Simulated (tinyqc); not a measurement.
Small-signal admittance of a forward-biased p+-n diode: one step of the calculation.

Holes injected into a neutral base of width wb with an ohmic contact at its end; low injection, p0 far above the equilibrium density. A small voltage v exp(i w t), w = 2 pi f, modulates the edge density by p0 v/Vt, and the small-signal density obeys Dp d2p/dx2 = (1/tau + i w) p.

Question. Closed-form admittance. L = sqrt(Dp tau); direct current J = (q Dp p0/L) coth(wb/L); k = sqrt(1 + i w tau)/L; diffusion admittance Y = (q Dp p0/Vt) k coth(k wb) = G + i w C_diff; junction capacitance C_j = sqrt(q eps0 eps_r Nd/(2 Vr)) in the depletion approximation, with the remaining barrier Vr = Vt ln(Na/p0), a rough value under forward bias; base-width modulation is left out.

Inputs (values chosen for the exercise); permittivity close to that of silicon: temperature T = 275 K; relative permittivity eps_r = 11.7; donor density of the base Nd = 6.3e15 cm^-3; hole diffusion coefficient Dp = 9.4 cm^2/s; hole lifetime tau = 1e-8 s; width of the neutral base wb = 9.8 um; excess hole density at the junction edge p0 = 4.8e12 cm^-3; acceptor density of the p+ side Na = 3e18 cm^-3; signal frequency f = 1.5e6 Hz.

Constants: q = 1.602176634e-19 C, kB = 1.380649e-23 J/K, Vt = kB T/q, eps0 = 8.8541878128e-14 F/cm where lengths are in cm. Results are converted to the units shown.

Give: L; J; k wb; Y; C_diff; C_j.

Answer.

L = 3.066 um
J = 0.02366 A/cm^2
k wb = 3.200+0.150i
Y = 0.9993+0.0460i S/cm^2
C_diff = 0.004881 uF/cm^2
C_j = 0.04066 uF/cm^2

G is 1.00 times its low-frequency value J/Vt, and C_diff is 0.120 times C_j.

tinyqc, about 0.01 s, one thread, Intel Xeon 2.30GHz (shared host): `OMP_NUM_THREADS=1 python tinyqc.py 2890119 2890120 out.jsonl`
